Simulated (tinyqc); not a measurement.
Field dependence: Hall effect and magnetoresistance of several carrier groups with constant relaxation times. Computed by tinyqc, a small Python program. Command: `OMP_NUM_THREADS=1 python tinyqc.py 3009914 3009915 out.jsonl hall2 walk`. One thread of a shared host (Intel(R) Xeon(R) Processor @ 2.30GHz), about 0.01 s of CPU time with the checks.

Group 1 has charge -e and group 2 charge +e; s_i is that sign. B lies along z; mu B is formed with mu in m^2/(V s).

Inputs (values chosen for the exercise, for a model conductor):
```
quantity        value        unit
density n1    7.9e+17      1/cm^3
mobility mu1    13000  cm^2/(V s)
density n2    7.9e+17      1/cm^3
mobility mu2      390  cm^2/(V s)
```

Carriers: compensated semimetal. Densities: per volume.

Constants: e = 1.602176634e-19 C.

Method. sigma_xx = sum n_i e mu_i/(1 + mu_i^2 B^2); sigma_xy = sum s_i n_i e mu_i^2 B/(1 + mu_i^2 B^2). rho_xx = sigma_xx/(sigma_xx^2 + sigma_xy^2); Hall coefficient R_H = sigma_xy/(B (sigma_xx^2 + sigma_xy^2)), with B in V s/cm^2 (1 T = 1e-4 V s/cm^2); magnetoresistance MR = rho_xx(B)/rho_xx(0) - 1.

Against the field:
```
B (T)       mu1 B  rho_xx (ohm cm)  R_H (cm^3/C)      MR (%)
0.038  4.9400e-02       5.9008e-04       -7.4404  7.3211e-03
0.12   1.5600e-01       5.9047e-04       -7.4404  7.3008e-02
0.31   4.0300e-01       5.9292e-04       -7.4404  4.8723e-01
0.77   1.0010e+00       6.0778e-04       -7.4404  3.0060e+00
1.9    2.4700e+00       6.9803e-04       -7.4404  1.8303e+01
4.6    5.9800e+00       1.2230e-03       -7.4404  1.0728e+02
12     1.5600e+01       4.8978e-03       -7.4404  7.3008e+02
31     4.0300e+01       2.9338e-02       -7.4404  4.8723e+03
92     1.1960e+02       2.5379e-01       -7.4404  4.2912e+04
```

What follows from these numbers?

MR starts as B^2.00 and ends as B^2.00: with equal densities of opposite charge no Hall field can balance both groups, so it never saturates. One group alone would show no magnetoresistance in this model. The rows with mu1 B well above 1 show the semiclassical limit; Landau quantisation is left out.
